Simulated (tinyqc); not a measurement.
Worked calculation: one-electron ion in a basis of Gaussians. One step of it, computed by the program tinyqc.

Task: Generalised eigenproblem. Solve H C = S C e through S^(-1/2); each column has its largest component positive (the first on a tie).

H = T + V (hartree):
```
           1          2          3
1  -5.430849  -6.138189  -5.558113
2  -6.138189  -6.484368  -7.569874
3  -5.558113  -7.569874  11.919945
```

S:
```
          1         2         3
1  1.000000  0.655659  0.251328
2  0.655659  1.000000  0.655734
3  0.251328  0.655734  1.000000
```

Give: eigenvalues of S; eigenvalues; coefficients.

Result:

eigenvalues of S: 0.190  0.749  2.061

eigenvalues (hartree): -7.877  0.386  38.537

coefficients:
```
       1       2       3
1  0.440   1.233   0.481
2  0.563  -1.036  -1.344
3  0.148  -0.098   1.383
```

For Z = 4 and l = 0 the exact lowest level is -Z^2/(2 n^2) with n = l + 1: -8.000000 hartree.
